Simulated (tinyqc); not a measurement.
p-i-n junction, non-linear Poisson equation by Newton steps: two steps of the calculation.

One dimension, p side on the left, n side on the right; net doping C = -Na for x < 0, 0 for 0 < x < Li and +Nd beyond. The potential psi is counted from the intrinsic level, and the quasi-Fermi potentials are flat: 0 for holes and -V for electrons, so n = ni exp((psi + V)/Vt) and p = ni exp(-psi/Vt) (Boltzmann statistics, full ionisation, no current).

Values chosen for this exercise; band and dielectric values close to those of germanium: temperature T = 300 K; relative permittivity eps_r = 16.1; bias of the p side against the n side V = 0.18 V.

Constants: q = 1.602176634e-19 C, kB = 1.380649e-23 J/K, Vt = kB T/q, eps0 = 8.8541878128e-14 F/cm where lengths are in cm. Results are converted to the units shown.

Task 1. Newton step. Solve the tridiagonal system a_(i-1) d_(i-1) + b_i d_i + a_i d_(i+1) = -F_i for nodes 1 to 15, with d = 0 on fixed nodes. The full step is added.

coupling a_i, interval 0 to 15 (F/cm^2): 3.6458420e-7  4.7836384e-7  6.2798425e-7  8.2400245e-7  1.0881864e-6  1.4255242e-6  1.3199298e-6  1.2289002e-6  1.1313684e-6  1.0481796e-6  9.7638646e-7  9.0223053e-7  8.3854367e-7  7.9195791e-7  7.1276212e-7  6.4796556e-7

```
node  diagonal b (F/cm^2)  residual F (C/cm^2)
1           -6.8649958e-5         1.5824811e-6
2           -0.0079900166         2.0645594e-4
3            -0.051833028         0.0013399223
4            -0.019909181         5.1463172e-4
5           -0.0016728049         4.3175289e-5
6           -9.8956745e-5         2.4832603e-6
7           -8.5288835e-6         1.4417222e-7
8           -2.7794589e-6         4.3040001e-9
9           -2.2103451e-6        2.8210434e-11
10          -2.0615639e-6       -1.8375307e-11
11          -2.8052080e-6        -8.8581583e-9
12          -6.2089217e-5        -1.5129080e-6
13          -1.4100467e-4        -3.5147834e-6
14          -3.7277238e-5        -7.7663931e-7
15          -1.0252594e-5        -4.6791466e-8
```

psi after iteration 2, node 0 to 16 (V): -0.23515420  -0.30192248  -0.43224208  -0.48761394  -0.46997052  -0.41300624  -0.34193064  -0.26819488  -0.19747945  -0.12643750  -0.05040442  0.03209263  0.13809801  0.15805853  0.12077425  0.08219976  0.07307344

Wanted: Newton step d; psi after iteration 3.

Result 1.

Newton step d, node 1 to 15 (V): 0.023232  0.025843  0.025851  0.025851  0.025849  0.025773  0.022924  0.014102  0.005939  -0.002725  -0.012109  -0.024883  -0.025195  -0.021485  -0.006058
psi after iteration 3, node 0 to 16 (V): -0.23515  -0.27869  -0.40640  -0.46176  -0.44412  -0.38716  -0.31616  -0.24527  -0.18338  -0.12050  -0.05313  0.01998  0.11322  0.13286  0.09929  0.07614  0.07307

Task 2. Converged densities, field and charge. n and p as above; field E_i = -(psi_(i+1) - psi_i)/h_i on each interval; charge on either side of the peak Q = eps0 eps_r |E|max (Gauss).

```
node  x (nm)  converged psi (V)  net doping C (cm^-3)
0       -127        -0.23515420               -2.4e17
1      -87.9        -0.23514028               -2.4e17
2      -58.1        -0.23497699               -2.4e17
3      -35.4        -0.23375247               -2.4e17
4      -18.1        -0.22789218               -2.4e17
5         -5        -0.21029980               -2.4e17
6          5        -0.17762657                     0
7       15.8        -0.14560904                     0
8       27.4        -0.11230229                     0
9         40        -0.07641607                     0
10      53.6        -0.03748916                     0
11      68.2         0.00581583                     0
12        84         0.06228159                4.8e17
13       101         0.07170495                4.8e17
14       119         0.07292029                4.8e17
15       139         0.07305916                4.8e17
16       161         0.07307344                4.8e17
```

ni = 2.6902620e13 cm^-3

Give: n; p; field E; peak |E|; charge Q.

Result 2.

```
node  n (cm^-3)  p (cm^-3)
0     3.1860e12  2.4000e17
1     3.1877e12  2.3987e17
2     3.2079e12  2.3836e17
3     3.3635e12  2.2733e17
4     4.2193e12  1.8122e17
5     8.3326e12  9.1765e16
6     2.9489e13  2.5929e16
7     1.0175e14  7.5148e15
8     3.6903e14  2.0720e15
9     1.4789e15  5.1704e14
10    6.6661e15  1.1471e14
11    3.5593e16  2.1483e13
12    3.1619e17  2.4183e12
13    4.5525e17  1.6796e12
14    4.7716e17  1.6025e12
15    4.7973e17  1.5939e12
16    4.8000e17  1.5930e12
```

field E, interval 0 to 15 (kV/cm): -0.004  -0.055  -0.539  -3.387  -13.429  -32.673  -29.646  -28.713  -28.481  -28.623  -29.661  -35.738  -5.543  -0.675  -0.069  -0.006
peak |E| = 35.738 kV/cm
charge Q = 50.945 nC/cm^2

Computed by the program tinyqc: `OMP_NUM_THREADS=1 python tinyqc.py 2000132 2000133 out.jsonl`, one thread of a shared Intel Xeon 2.30GHz, about 0.06 s for the whole run.
